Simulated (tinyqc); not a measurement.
From one barrier to a miniband: Kronig-Penney superlattice by transfer matrices.

Wells (width a, potential 0, mass mw) alternate with barriers (width b, height V0, mass mb); period d = a + b; c = hbar^2/2m0. The vector (psi, psi'/m) is continuous, and a layer of thickness t carries it by M = [[cos kt, (m/k) sin kt], [-(k/m) sin kt, cos kt]] with k = sqrt(m (E - V)/c); for E < V, k = i kappa gives [[cosh, (m/kappa) sinh], [(kappa/m) sinh, cosh]] of kappa t. A Bloch state obeys cos(q d) = tr(Mb Mw)/2.

Constants: hbar^2/2m0 = 3.80998211 eV angstrom^2.

Parameters, chosen for this exercise (near those of an InGaAs superlattice with barriers of InP; not measured data):
```
symbol  value   unit      meaning
a       158     angstrom  well width
b       43      angstrom  barrier width
V0      0.239   eV        barrier height
mw      0.04    m0        mass in the wells
mb      0.0774  m0        mass in the barriers
```

Transmission through N barriers separated by wells, between leads of the well material: T = 4/[(M11 + M22)^2 + (u M12 - M21/u)^2] with u = k/mw and M the product over all layers; twelve evenly spaced energies around the first miniband.

Transmission:
```
E (eV)    tr M/2 of a period    N = 1     N = 2     N = 4     N = 8
0.018655               2.009  0.00614  0.000382  1.91e-06  4.87e-11
0.019054               1.593  0.00627  0.000621  9.36e-06  2.26e-09
0.019453               1.188  0.00640   0.00114  8.58e-05  6.71e-07
0.019853               0.795  0.00654   0.00260   0.00927   0.00315
0.020252               0.413  0.00667   0.00976   0.00564    0.0769
0.020651               0.041  0.00681     0.499     0.201    0.0606
0.021050              -0.319  0.00694    0.0169   0.00672    0.0229
0.021449              -0.669  0.00708   0.00397    0.0826    0.0230
0.021848              -1.008  0.00721   0.00178  0.000418  8.09e-05
0.022247              -1.338  0.00735   0.00103  3.89e-05  6.43e-08
0.022647              -1.657  0.00748  0.000686  8.51e-06  1.38e-09
0.023046              -1.966  0.00762  0.000496  2.74e-06  8.53e-11
```

What does the comparison show?

5 of the energies lie in the miniband (|tr M/2| <= 1); there T for N = 8 runs between 0.00315 and 0.0769. In the gaps it falls with N: at E = 0.0230 eV from 2.74e-06 (N = 4) to 8.53e-11 (N = 8), a slope of ln T of -2.59 a period, against -2 arccosh|tr M/2| = -2.59.

Program tinyqc; command `OMP_NUM_THREADS=1 python tinyqc.py 1250224 1250225 out.jsonl`; about 0.04 s on one thread of a shared Intel(R) Xeon(R) Processor @ 2.30GHz.
